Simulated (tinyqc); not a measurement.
Ellipsoidal valleys in the axes of a wafer and a channel: one step. Tensors of the valley z. Two cases, with inputs chosen for the exercise.

Task: Form w and the reduced tensor u.

Valleys with axes a along x, y and z, two valleys each; inverse mass tensor w = 1/mt + (1/ml - 1/mt) a a. Device axes: z = nz/|nz|, x = nx/|nx|, y = z cross x; in them a = (ax, ay, az). Confinement mass mz = 1/w_zz. In the plane w_ij is replaced by u_ij = w_ij - w_iz w_jz/w_zz (i, j = x, y); density-of-states mass md = 1/sqrt(det u); conductivity mass along x mc = 1/u_xx; ballistic transport mass mx = u_yy/det u, width mass my = 1/u_yy.

Case 1.

Values chosen (out of a larger set: near those of the Delta valleys of Si; not measured data): ml = 0.944 m0 (longitudinal mass); mt = 0.188 m0 (transverse mass).

valley axes:
```
          ax         ay        az
x   0.577350  -0.707107  0.408248
y   0.577350   0.707107  0.408248
z  -0.577350   0.000000  0.816497
```

Case 2.

Values chosen (out of a larger set: near those of the Delta valleys of Si; not measured data): ml = 0.909 m0 (longitudinal mass); mt = 0.188 m0 (transverse mass).

valley axes:
```
         ax         ay        az
x  0.000000   0.707107  0.707107
y  0.000000  -0.707107  0.707107
z  1.000000   0.000000  0.000000
```

Give: w; u.

Result:

Case 1.

w (1/m0):
```
        x       y       z
x  3.8992  0.0000  2.0081
y  0.0000  5.3191  0.0000
z  2.0081  0.0000  2.4793
```

u (1/m0):
```
        x       y
x  2.2727  0.0000
y  0.0000  5.3191
```

The axis is tilted against the normal, so w_xz or w_yz is not zero and the reduction changes the masses in the plane.

Case 2.

w (1/m0):
```
        x       y       z
x  1.1001  0.0000  0.0000
y  0.0000  5.3191  0.0000
z  0.0000  0.0000  5.3191
```

u (1/m0):
```
        x       y
x  1.1001  0.0000
y  0.0000  5.3191
```

w_xz = w_yz = 0: the normal is a principal axis and u is the upper block of w.

Computed by tinyqc, one run a case: `OMP_NUM_THREADS=1 python tinyqc.py N N+1 out.jsonl` with N = 1880204, 1880437; one thread of a shared Intel(R) Xeon(R) Processor @ 2.30GHz, about 0.01 s a run at most.
